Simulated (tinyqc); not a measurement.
# Ferroelectric hysteresis, discrete Preisach model, step by step

Numbers from tinyqc (`OMP_NUM_THREADS=1 python tinyqc.py 2860142 2860143 out.jsonl`; about 0.01 s on one thread of a shared Intel Xeon 2.30GHz). Printed values are rounded.

16 bistable elements (j, k) switch to +1 when V reaches u_j and to -1 when V falls to -u_k, and keep their state between. P = Ps sum w_jk s_jk. All elements start at -1. No time dependence and no dielectric part.

Parameters, values chosen for the exercise:
- Ps = 11 uC/cm^2 (saturation polarisation)
- Vc = 1.9 V (mean coercive voltage)
- sg = 0.85 V (spread of the switching voltages)
- up = [0.5, 1.5, 2.5, 3.5] V (list of the u_j)
- cr = 0.8 (correlation of up and down voltages)

## Weights

w_jk is proportional to exp[-(a_j^2 + a_k^2 - 2 cr a_j a_k)/(2 (1 - cr^2))], a_j = (u_j - Vc)/sg, and the weights sum to one.

w:
```
	d=-0.5	d=-1.5	d=-2.5	d=-3.5
u=0.5	0.082400	0.035366	0.000325	0.000000
u=1.5	0.035366	0.328870	0.065425	0.000278
u=2.5	0.000325	0.065425	0.281991	0.026002
u=3.5	0.000000	0.000278	0.026002	0.051947
```

## Step 1: the voltage goes to 3 V

states at the start:
```
	d=-0.5	d=-1.5	d=-2.5	d=-3.5
u=0.5	-1	-1	-1	-1
u=1.5	-1	-1	-1	-1
u=2.5	-1	-1	-1	-1
u=3.5	-1	-1	-1	-1
```

V = 3 V

Rows with u_j <= V turn to +1; columns with V <= -u_k turn to -1; P = Ps sum w s.

states after step 1:
```
	d=-0.5	d=-1.5	d=-2.5	d=-3.5
u=0.5	1	1	1	1
u=1.5	1	1	1	1
u=2.5	1	1	1	1
u=3.5	-1	-1	-1	-1
```

P after step 1 = 9.27900 uC/cm^2

## Step 2: the voltage goes to -1 V

V = -1 V

As before.

states after step 2:
```
	d=-0.5	d=-1.5	d=-2.5	d=-3.5
u=0.5	-1	1	1	1
u=1.5	-1	1	1	1
u=2.5	-1	1	1	1
u=3.5	-1	-1	-1	-1
```

P after step 2 = 6.68101 uC/cm^2

## Step 3: the voltage goes to 2 V

V = 2 V

As before.

states after step 3:
```
	d=-0.5	d=-1.5	d=-2.5	d=-3.5
u=0.5	1	1	1	1
u=1.5	1	1	1	1
u=2.5	-1	1	1	1
u=3.5	-1	-1	-1	-1
```

P after step 3 = 9.27185 uC/cm^2

## Step 4: the voltage goes to -1 V

V = -1 V

As before.

states after step 4:
```
	d=-0.5	d=-1.5	d=-2.5	d=-3.5
u=0.5	-1	1	1	1
u=1.5	-1	1	1	1
u=2.5	-1	1	1	1
u=3.5	-1	-1	-1	-1
```

P after step 4 = 6.68101 uC/cm^2
